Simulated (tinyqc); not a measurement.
Length offset and series resistance from crossing lines.

Inverse problem. R_total = Rs + k (L - dL)/Vo with constant Rs, dL and k. Find k, dL and Rs.

R_total at (L, Vo) = (30, 0.44), (90, 0.44), (30, 0.85) and (90, 0.85), L in nm and Vo in V (ohm um): 213.93182  445.75000  163.8  283.8

Answer. At each overdrive R is a straight line in L with slope k/Vo; the two lines cross at L = dL, R = Rs.

k = 1.700 ohm um V/nm
dL = 3.100 nm
Rs = 110.0 ohm um

Program tinyqc, `OMP_NUM_THREADS=1 python tinyqc.py 2282195 2282196 out.jsonl`; Intel Xeon 2.30GHz, shared host, one thread, about 0.03 s.
